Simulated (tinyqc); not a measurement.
Transfer between valleys with temperature: electrons shared among three sets of ellipsoidal valleys.

F_j(eta) = (1/Gamma(j + 1)) integral_0^infinity x^j dx/(1 + exp(x - eta)), which tends to exp(eta) for eta << 0.

Sets Gamma, L, X: N_i = M_i times N = 2 (m kB T/(4 pi c))^(3/2) with c = hbar^2/2m0, in 1/angstrom^3; times 1e24 for 1/cm^3, m = (ml mt^2)^(1/3); n = sum_i N_i F_1/2((EF - dE_i)/kT), energies from the edge of the first set; mu_drift = sum of share times mobility.

Constants: hbar^2/2m0 = 3.80998211 eV angstrom^2; kB = 8.617333262e-05 eV/K.

Values chosen for the exercise (masses and offsets near those of InP; mobilities are free inputs, held fixed; shifted at random, so the results belong to these values and not to a real crystal): dE = (0, 0.457, 0.735) eV (edges of Gamma, L, X above the first); M = (1, 4, 3) (valleys in each set); ml = (0.077, 1.776, 1.325) m0 (longitudinal masses of Gamma, L, X); mt = (0.077, 0.1305, 0.2626) m0 (transverse masses); mu = (5000, 570, 290) cm^2/(V s) (mobility of each set); n = 6.5e+18 1/cm^3 (total electron density).

Offsets, masses and mobilities are held fixed; n is fixed too, so the high values of T stand for hot electrons, not for the lattice.

Populations:
```
T (K)  EF (eV)  share Gamma  share L  share X  mu_drift
77      0.1647       1.0000   0.0000   0.0000      5000
150     0.1641       1.0000   0.0000   0.0000      5000
300     0.1615       1.0000   0.0000   0.0000      5000
450     0.1564       0.9979   0.0021   0.0000      4991
600     0.1471       0.9810   0.0189   0.0001      4916
900     0.1053       0.8453   0.1492   0.0054      4313
1200    0.0293       0.6282   0.3414   0.0304      3344
2000   -0.2915       0.2461   0.5980   0.1559      1616
```

The share of Gamma goes from 1.000 to 0.246 and the mean mobility from 5000 to 1616 cm^2/(V s). Gamma and L hold equal numbers between T = 1200 and 2000 K. The share of X is at most 0.16.

tinyqc: `OMP_NUM_THREADS=1 python tinyqc.py 1680372 1680373 out.jsonl`; about 0.01 s, one thread, shared Intel(R) Xeon(R) Processor @ 2.30GHz.
